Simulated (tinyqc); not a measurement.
From results back to parameters: Brillouin zone and empty-lattice bands of the sc structure.

Problem. At the centre of a zone face two plane waves are mixed by V > 0: levels E0 -/+ V, masses normal to the face 1/(1 -/+ 2 E0/V), E0 = c0 k^2, c0 = hbar^2/2m0. The gap and the mass of the upper band are given.

Constants: hbar^2/2m0 = 3.80998211 eV angstrom^2.

gap = 0.360000 eV
mass of the upper band = 0.0432702 m0

Find: V; E0; k; spacing of the lattice planes, pi/k.

Solution. V is half the gap; 2 E0/V = 1/m - 1; k = |G|/2 = pi/d.

V = 0.1800 eV
E0 = 1.990 eV
k = 0.7227 1/angstrom
spacing of the lattice planes, pi/k = 4.347 angstrom

Run: tinyqc, `OMP_NUM_THREADS=1 python tinyqc.py 1850508 1850509 out.jsonl`; Intel(R) Xeon(R) Processor @ 2.30GHz, one thread, shared host; about 0.01 s of CPU time with all checks.
